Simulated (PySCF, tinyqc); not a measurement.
Inside a calculation. Method: CID on RHF in the sto-3g basis, for H2, spin multiplicity 1. The lowest restricted solution is unstable here: a spin-polarised one lies 0.0309 hartree lower (PySCF). One step of it, computed by the program tinyqc.

Problem. Iteration 1: diagonalisation and new density. Diagonalise F' = X^T F X, C = X C', fill 1 alpha and 1 beta electrons from the bottom; D = 2 C_occ C_occ^T. Each column has its largest component positive (the first on a tie).

Fock matrix F (hartree), order 1H 1s, 2H 1s:
$$\begin{pmatrix}
-0.150237 & -0.329351 \\
-0.329351 & -0.150237
\end{pmatrix}$$

X, order 1H 1s, 2H 1s:
$$\begin{pmatrix}
1.032920 & -0.151500 \\
-0.151500 & 1.032920
\end{pmatrix}$$

Give: F' = X^T F X; orbital energies; coefficients C; D after iteration 1.

Solution.

F' = X^T F X (hartree):
$$\begin{pmatrix}
-0.0607 & -0.3119 \\
-0.3119 & -0.0607
\end{pmatrix}$$

orbital energies (hartree): MO1 -0.3726, MO2 0.2513

coefficients C, order 1H 1s, 2H 1s:
$$\begin{pmatrix}
0.6233 & 0.8375 \\
0.6233 & -0.8375
\end{pmatrix}$$

D after iteration 1, order 1H 1s, 2H 1s:
$$\begin{pmatrix}
0.7769 & 0.7769 \\
0.7769 & 0.7769
\end{pmatrix}$$
